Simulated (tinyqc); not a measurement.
Probe couplings from its potential.

Inverse problem. One voltage probe p sits between leads L (mu = 1) and R (mu = 0) without magnetic field: mu_p = T_pL/(T_pL + T_pR), T_eff = T_RL + T_pL T_pR/(T_pL + T_pR). Find T_pL and T_pR.

T_RL = 0.43
mu_p = 0.57894737
T_eff = 0.61526316

Solution. T_eff - T_RL equals T_pL (1 - mu_p) and also T_pR mu_p.

T_pL = 0.4400
T_pR = 0.3200

tinyqc, about 0.01 s, one thread, Intel Xeon 2.30GHz (shared host): `OMP_NUM_THREADS=1 python tinyqc.py 2700022 2700023 out.jsonl`
